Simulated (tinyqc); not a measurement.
Gated graphene, quantum capacitance: one step of the calculation.

phi is the Fermi level above the Dirac point, in volts; Vg is counted from the gate voltage of charge neutrality. Ideal linear bands, no charge puddles.

Problem. Charge and capacitances at the solution. N0 = (2/pi)(kB T/(hbar vF))^2; n = N0 F1(phi/Vt), p = N0 F1(-phi/Vt), F1(e) = int_0^infinity u du/(1 + exp(u - e)) = -Li2(-exp(e)); Cq = q d(n - p)/dphi = (q N0/Vt) ln[2 (1 + cosh(phi/Vt))]. 1/C_G = 1/Cox + 1/(Cq + q Dit); dphi/dVg = Cox/(Cox + Cq + q Dit).

Values chosen for this exercise; values close to those of graphene: temperature T = 300 K; Fermi velocity vF = 9.25e5 m/s; density of traps Dit = 0 cm^-2 eV^-1.

Constants: q = 1.602176634e-19 C, kB = 1.380649e-23 J/K, hbar = 1.054571817e-34 J s, Vt = kB T/q. Results are converted to the units shown.

converged phi = 0.33308032 V
Cox = 1.3812533 uF/cm^2

Find: n - p; Cq; C_G; dphi/dVg.

Solution.

n - p = 9.715e12 cm^-2
Cq = 9.165 uF/cm^2
C_G = 1.200 uF/cm^2
dphi/dVg = 0.1310

Cq is 6.64 times Cox, so C_G is 86.9 % of Cox; 22.8 % of the gate voltage has gone into phi.

Program tinyqc, `OMP_NUM_THREADS=1 python tinyqc.py 2200107 2200108 out.jsonl`; Intel Xeon 2.30GHz, shared host, one thread, about 0.01 s.
